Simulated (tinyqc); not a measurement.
Recursion (Haydock) method for the local density of states: bulk site of a square lattice, step by step. Values are carried at full precision from step to step, so a last printed digit may differ when a step is redone from the rounded ones.

One orbital a site at energy 0, hopping -t to the 4 nearest neighbours of a square lattice; the start u0 is a site in the bulk, with energy V. Recursion: a_n = <u_n|H|u_n>, b_(n+1) u_(n+1) = (H - a_n) u_n - b_n u_(n-1), b > 0. G(z) = 1/(z - a0 - b1^2/(z - a1 - b2^2/(...))), z = E + i eta. After n levels the tail is b_n^2 T with the square-root terminator T = (z - sqrt(z - 2b) sqrt(z + 2b))/(2 b^2), b = 2t so that the band edges lie at -/+ 4t.

Values chosen for the exercise: t = 1.14 eV (hopping); V = 0 eV (shift of the starting site); n = 4 (levels kept); E = -0.32 eV (energy); eta = 0.057 eV (broadening).

## The coefficients

Carry the recursion for n levels; the lattice is large enough that no wall is met.

Coefficients:

| n | a_n (eV) | b_(n+1) (eV) | b_(n+1)^2/t^2 |
|---|---|---|---|
| 0 | 0.0000 | 2.28000 | 4.0000 |
| 1 | 0.0000 | 2.54912 | 5.0000 |
| 2 | 0.0000 | 2.22227 | 3.8000 |
| 3 | 0.0000 | 2.36540 | 4.3053 |

b1^2/t^2 = 4 counts the neighbours of the start. All a_n vanish because the lattice is bipartite and V = 0. The b_n tend to a quarter of the band width, 2.280 eV.

## Moments from the coefficients

For a1 = a2 = 0: mu1 = a0, mu2 = a0^2 + b1^2, mu3 = a0^3 + 2 a0 b1^2, mu4 = a0^4 + 3 a0^2 b1^2 + b1^4 + b1^2 b2^2.

mu1 to mu4 (eV^n): 0.000  5.198  0.000  60.803

mu4/t^4 = 36 is the number of closed walks of four steps.

## The continued fraction at one energy

Start from the terminator and work up: G_i = 1/(z - a_i - S_i), S_i = b_(i+1)^2 G_(i+1), with T in place of G_n. The density is -Im G_0/pi.

Levels of the fraction:

| i | S_i (eV) | G_i (1/eV) |
|---|---|---|
| 3 | -0.1701-2.4175i | -0.0244-0.4026i |
| 2 | -0.1205-1.9885i | -0.0472-0.4843i |
| 1 | -0.3069-3.1468i | -0.0013-0.3121i |
| 0 | -0.0066-1.6225i | -0.1074-0.5754i |

local density of states = 0.1831 1/eV

A direct sum over the zone gives 0.1791 1/eV at the same z; 4 levels miss it by +2.3 %.

## Checks

- G from 10 levels against a direct sum over the zone at E = 7.2960 eV, above the band (1/eV): both 0.15454.

(tinyqc, `OMP_NUM_THREADS=1 python tinyqc.py 1451054 1451055 out.jsonl`, Intel(R) Xeon(R) Processor @ 2.30GHz, 1 thread, shared host, about 0.01 s.)
